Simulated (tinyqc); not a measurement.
Floating body of a partially depleted SOI transistor: body voltage and kink: one step of the calculation.

Source at 0 V. Channel current Ic = 2 nf K Vt^2 [F(0) - F(Vd)](1 + la Vd), F(V) = ln^2(1 + exp((Vg - VT - nf V)/(2 nf Vt))), VT = VT0 - gb Vb. Saturation voltage Vs = 2 Vt sqrt(F(0)) + 3 Vt, excess Ve = (Vd - Vs + sqrt((Vd - Vs)^2 + 0.0004 V^2))/2, multiplication M1 = Ai Ve exp(-Bl/Ve). Each junction passes D(v) = J1 (exp(v/Vt) - 1) + J2 (exp(v/(2 Vt)) - 1). Bipolar current Ib = bb J1 (exp(Vb/Vt) - 1). The body settles where M1 (Ic + Ib) = D(Vb) + D(Vb - Vd) + Vb/Rb; drain current Id = (1 + M1)(Ic + Ib) - D(Vb - Vd).

Question. New Vb. Current into the body I_in = M1 (Ic + Ib) - D(Vb - Vd), current out I_out = D(Vb) + Vb/Rb; f = ln(I_in/I_out), s = df/dVb by central differences over 1e-5 V, Vb(new) = Vb - f/s.

Inputs (values chosen for the exercise); values of the order met in partially depleted silicon-on-insulator transistors:
- T = 398 K (temperature)
- VT0 = 0.37 V (threshold at zero body voltage)
- gb = 0.29 (fall of the threshold per volt of body voltage)
- nf = 1.23 (slope factor)
- K = 330 uA/(V^2 um) (gain factor per width)
- la = 0.02 1/V (channel-length modulation factor)
- Ai = 2.33 1/V (impact-ionisation prefactor)
- Bl = 8.3 V (impact-ionisation voltage)
- J1 = 1e-8 uA/um (diffusion saturation current of each junction)
- J2 = 1.4e-7 uA/um (recombination saturation current of each junction)
- bb = 1 (gain of the lateral bipolar transistor on the diffusion current)
- Rb = 1e9 kohm um (resistance of a weak body tie to the source (1e9 stands for no tie, and the term is then dropped))
- Vg = 0.74 V (gate voltage)
- Vd = 1 V (drain voltage)

Constants: q = 1.602176634e-19 C, kB = 1.380649e-23 J/K, Vt = kB T/q. Results are converted to the units shown.

Vb at the start = 0.27 V

Give: Ic; Ve; M1; I_in; I_out; f; s; Vb after iteration 1.

Answer.

Ic = 27.550 uA/um
Ve = 0.53249 V
M1 = 2.1098e-7
I_in = 5.9624e-6 uA/um
I_out = 3.3260e-5 uA/um
f = -1.7189
s = -32.013 1/V
Vb after iteration 1 = 0.21631 V

Range of the model: The multiplication law is an empirical form chosen for the exercise; self-heating and capacitive coupling to the body are left out, and the linear laws are rough once Vb passes about 0.7 V or M1 about 0.1.

tinyqc, about 0.2 s, one thread, Intel Xeon 2.30GHz (shared host): `OMP_NUM_THREADS=1 python tinyqc.py 2182141 2182142 out.jsonl`
